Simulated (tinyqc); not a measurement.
What each parameter does: pi bands of a honeycomb layer in tight binding.

Lattice vectors a (1,0) and a (1/2, sqrt3/2); f = exp(i ky a/sqrt3) + 2 cos(kx a/2) exp(-i ky a/(2 sqrt3)), w = |f|. H = [[D - t2 F, -t f], [., -D - t2 F]] with F = w^2 - 3, S = [[1, s0 f], [., 1]]; the levels solve det(H - E S) = 0. K = (4 pi/3a, 0), M = (pi/a, pi/(sqrt3 a)); w = 3, 1, 0 at Gamma, M, K.

Inputs chosen for the exercise (of the size used for hexagonal BN; the results hold for these values, not for the real material): a = 2.5 angstrom (lattice constant); t = 2.23 eV (nearest hopping); t2 = 0.17 eV (second-neighbour hopping); s0 = 0.044 (overlap of neighbours); D = 2.76 eV (+D on A, -D on B).

Gap at K, difference at M, and the two levels at Gamma, from (e - E)^2 - D^2 - (t + s0 E)^2 w^2 = 0, e = -t2 (w^2 - 3).

Results for these values:
```
case  gap at K (eV)  difference at M (eV)  lower at Gamma (eV)  upper at Gamma (eV)
base         5.5200                7.1251              -7.3687               7.0900
```

What happens to each result for a = 2.55 angstrom, all else kept?

Answer: gap at K does not change at the printed digits; difference at M does not change at the printed digits; lower at Gamma does not change at the printed digits; upper at Gamma does not change at the printed digits.

The same for each parameter in turn:
```
case               gap at K (eV)  difference at M (eV)  lower at Gamma (eV)  upper at Gamma (eV)
base                      5.5200                7.1251              -7.3687               7.0900
t = 2.3415 eV             5.5200                7.2682              -7.6390               7.4502
t2 = 0.22 eV              5.5200                7.1307              -7.6368               6.7475
s0 = 0.074                5.5200                7.1558              -6.8751               7.8537
D = 2.86 eV               5.7200                7.2815              -7.4081               7.1294
a = 2.55 angstrom         5.5200                7.1251              -7.3687               7.0900
```

At points fixed by symmetry a drops out; the gap at K is 2D whatever the hoppings.

tinyqc: `OMP_NUM_THREADS=1 python tinyqc.py 1452640 1452641 out.jsonl`; about 0.01 s, one thread, shared Intel(R) Xeon(R) Processor @ 2.30GHz.
